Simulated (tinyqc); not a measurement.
Strain-driven roughening and islands of a mismatched epitaxial film: one step, computed by the program tinyqc. Command: `OMP_NUM_THREADS=1 python tinyqc.py 3017102 3017103 out.jsonl island walk`. One thread of a shared host (Intel(R) Xeon(R) Processor @ 2.30GHz), about 0.01 s of CPU time with the checks.

Film and substrate share isotropic elastic constants; the film is coherent and biaxially strained.

Problem. Elastic energy of the flat film. M = 2 G (1 + nu)/(1 - nu); stress = M f; energy density w = M f^2.

Inputs (values chosen for the exercise, modelled on InAs on InP): misfit |f| = 0.031; shear modulus G = 31.2 GPa; Poisson ratio nu = 0.29.

Give: biaxial modulus M; stress; energy density w.

Solution.

biaxial modulus M = 113.4 GPa

stress = 3.515 GPa

energy density w = 109.0 MJ/m^3
